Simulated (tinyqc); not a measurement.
Band gaps under pressure and temperature from deformation potentials: one step. Volume under pressure. Three cases, with inputs chosen for the exercise.

Task: Give B0, V/V0, ln(V/V0), the change of the lattice constant and the linear estimate -P/B0.

Murnaghan: V/V0 = (1 + Bp P/B0)^(-1/Bp), B0 = (C11 + 2 C12)/3. Each gap moves by a ln(V/V0) with its volume potential a, and falls with temperature by aV T^2/(T + bV) (Varshni); the two effects are added. No change of phase is considered.

Case 1.

Values chosen (near those of GaSb, the X and L potentials typical of such crystals; not measured data): C11 = 89.9 GPa; C12 = 40 GPa; Bp = 4.55 (pressure derivative of the bulk modulus); P = 4.1 GPa (pressure).

Case 2.

Values chosen (near those of GaP, the X and L potentials typical of such crystals; not measured data): C11 = 139.8 GPa; C12 = 61.9 GPa; Bp = 4.98 (pressure derivative of the bulk modulus); P = 3.9 GPa (pressure).

Case 3.

Values chosen (near those of InAs, the X and L potentials typical of such crystals; not measured data): C11 = 82.9 GPa; C12 = 45.5 GPa; Bp = 4.2 (pressure derivative of the bulk modulus); P = 4.7 GPa (pressure).

Give: B0; V/V0; ln(V/V0); change of a; -P/B0.

Result:

Case 1.

B0 = 56.63 GPa
V/V0 = 0.93934
ln(V/V0) = -0.06258
change of a = -2.064 %
-P/B0 = -0.07240

The stiffening under pressure makes the compression 13.6 % smaller than the linear estimate.

Case 2.

B0 = 87.87 GPa
V/V0 = 0.96069
ln(V/V0) = -0.04010
change of a = -1.328 %
-P/B0 = -0.04439

The stiffening under pressure makes the compression 9.7 % smaller than the linear estimate.

Case 3.

B0 = 57.97 GPa
V/V0 = 0.93260
ln(V/V0) = -0.06978
change of a = -2.299 %
-P/B0 = -0.08108

The stiffening under pressure makes the compression 13.9 % smaller than the linear estimate.

Computed by tinyqc, one run a case: `OMP_NUM_THREADS=1 python tinyqc.py N N+1 out.jsonl` with N = 1080875, 1080882, 1080899; one thread of a shared Intel(R) Xeon(R) Processor @ 2.30GHz, about 0.01 s a run at most.
